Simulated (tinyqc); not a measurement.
Off-state leakage of single and stacked transistors: two steps of the calculation.

n-channel devices of unit width. Subthreshold current I(Vg, Vs, Vd) = I0 (T/300 K)^0.5 exp[(Vg - Vs - VT(T) - gb (Vs - Vb) + dd (Vd - Vs))/(nf Vt)] (1 - exp(-(Vd - Vs)/Vt)), VT(T) = VT - cT (T - 300 K). Gate-edge tunnelling Ig (Vd/1 V) exp(ag (Vd - 1 V)), for a gate at 0 V, and band-to-band leakage Ab u exp(-Bb/u), u = Vd - Vb + 1 V, flow at a drain held at V; both are taken as independent of T. In a stack of off transistors (all gates at 0 V) the same subthreshold current passes through each.

Inputs (values chosen for the exercise); values of the order met in bulk silicon logic transistors: temperature T = 398 K; supply voltage V = 1 V; threshold at 300 K, zero drain and body bias VT = 0.28 V; fall of the threshold with temperature cT = 0.5 mV/K; current at threshold at 300 K I0 = 0.23 uA/um; slope factor nf = 1.54; drain-induced lowering per volt dd = 0.06; rise of the threshold per volt of source-body bias gb = 0.08; gate-edge tunnelling current at 1 V Ig = 0.0003 uA/um; exponential slope of the gate current ag = 3.8 1/V; prefactor of band-to-band leakage at the drain Ab = 40 uA/(um V); its exponential voltage Bb = 25 V; body voltage Vb = 0 V.

Constants: q = 1.602176634e-19 C, kB = 1.380649e-23 J/K, Vt = kB T/q. Results are converted to the units shown.

Problem 1. Leakage of one transistor. Vg = Vs = 0, Vd = V; effective threshold VT(T) - gb Vb - dd V.

Wanted: effective threshold; parts; total; shares.

Solution 1.

effective threshold = 0.17100 V
parts (nA/um): subthreshold 10.400, gate edge 0.30000, band-to-band 0.29813
total = 10.999 nA/um
shares (%): subthreshold 94.562, gate edge 2.7276, band-to-band 2.7107

The subthreshold part is the largest.

Problem 2. New Vx. Stack of two, Vx the node between them: I_low = I(0, 0, Vx), I_up = I(0, Vx, V), f = ln(I_up/I_low), f' = -(1 + gb + 2 dd)/(nf Vt) - 1/(Vt (exp(Vx/Vt) - 1)) - 1/(Vt (exp((V - Vx)/Vt) - 1)), Vx(new) = Vx - f/f'.

Vx at the start = 0.05 V

Wanted: I_low; I_up; f; f'; Vx after iteration 1.

Solution 2.

I_low = 2.712 nA/um
I_up = 3.535 nA/um
f = 0.2649
f' = -31.56 1/V
Vx after iteration 1 = 0.05839 V

Program tinyqc, `OMP_NUM_THREADS=1 python tinyqc.py 2242154 2242155 out.jsonl`; Intel Xeon 2.30GHz, shared host, one thread, about 0.04 s.
